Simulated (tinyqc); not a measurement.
Transfer length from front and end resistance.

Inverse problem. A contact of length d and width W has Rc = (Rsh Lt/W) coth(d/Lt) and Re = (Rsh Lt/W)/sinh(d/Lt), with Rsh the sheet resistance under the metal and Lt = sqrt(rc/Rsh). Find Lt, Rsh and rc.

Values chosen for this exercise:

| symbol | value | unit | meaning |
|---|---|---|---|
| d | 0.53 | um | contact length |
| W | 53 | um | contact width |

Rc = 32.642162 ohm
Re = 32.272865 ohm

Solution. Rc/Re = cosh(d/Lt) gives Lt, and Re then gives Rsh.

Lt = 3.51 um
Rsh = 74.0 ohm/sq
rc = 9.10e-6 ohm cm^2

tinyqc, about 0.01 s, one thread, Intel Xeon 2.30GHz (shared host): `OMP_NUM_THREADS=1 python tinyqc.py 2760121 2760122 out.jsonl`
